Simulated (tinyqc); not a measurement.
Bound state in one dimension: Numerov shooting, finite differences, DVR, step by step. Computed by tinyqc, a small Python program that keeps every step. Settings: points = 96. Command: `OMP_NUM_THREADS=1 python tinyqc.py 25774 25775 out.jsonl` (the two numbers bound the seeds that draw the settings). One thread of a shared host (Intel(R) Xeon(R) Processor @ 2.60GHz), about 0.01 s of CPU time with the checks.

## Numerov steps at E = 0.1

One particle of mass 1 in V = 6.09 (1 - exp(-0.62 x))^2 (atomic units), psi = 0 at both ends:
```
parameter,value
left end,-1.600000
right end,7
intervals,96
h,0.089583
state sought (nodes),1
```

k_i = 2 m (E - V_i); (1 + h^2 k_(i+1)/12) y_(i+1) = 2 (1 - 5 h^2 k_i/12) y_i - (1 + h^2 k_(i-1)/12) y_(i-1), from y_0 = 0, y_1 = 0.001.

Points along the way:
```
i,x,V,k,y
0,-1.600000,17.530231,-34.860463,0.000000
1,-1.510417,14.648804,-29.097608,0.001000
2,-1.420833,12.161011,-24.122021,0.002231
3,-1.331250,10.020567,-19.841134,0.003892
4,-1.241667,8.186318,-16.172636,0.006173
5,-1.152083,6.621688,-13.043376,0.009254
32,1.266667,1.802464,-3.404929,0.444975
33,1.356250,1.969398,-3.738795,0.509079
34,1.445833,2.134116,-4.068231,0.588525
35,1.535417,2.296022,-4.392045,0.687276
36,1.625000,2.454630,-4.709259,0.810366
37,1.714583,2.609543,-5.019087,0.964234
```

## Bisection on the node count

With more sign changes than the state has nodes (the last point included) the energy is too high, else too low; the bracket starts as 0.1 to 10.

Trials:
```
trial,E,sign changes,y at the right end,next
1,5.05000000,3,-3.52e-01,lower
2,2.57500000,1,-1.16e+03,raise
3,3.81250000,2,3.67e+01,lower
4,3.19375000,2,2.39e+02,lower
5,2.88437500,2,1.29e+02,lower
6,2.72968750,1,-2.62e+02,raise
7,2.80703125,1,-2.00e+01,raise
8,2.84570312,2,6.44e+01,lower
9,2.82636719,2,2.48e+01,lower
10,2.81669922,2,3.13e+00,lower
11,2.81186523,1,-8.25e+00,raise
12,2.81428223,1,-2.51e+00,raise
13,2.81549072,2,3.18e-01,lower
14,2.81488647,1,-1.10e+00,raise
...,...,...,...,...
28,2.81535467,2,1.68e-05,lower
29,2.81535465,1,-2.63e-05,raise
30,2.81535466,1,-4.72e-06,raise
```

eigenvalue = 2.81535466 hartree

## The same grid by other methods

Three-point finite differences and the sine-DVR kinetic matrix of Colbert and Miller on the same points.

Lowest levels (hartree):
```
state,finite differences,DVR
0,1.033394,1.034414
1,2.811784,2.815365
2,4.206156,4.212193
3,5.217611,5.224218
```
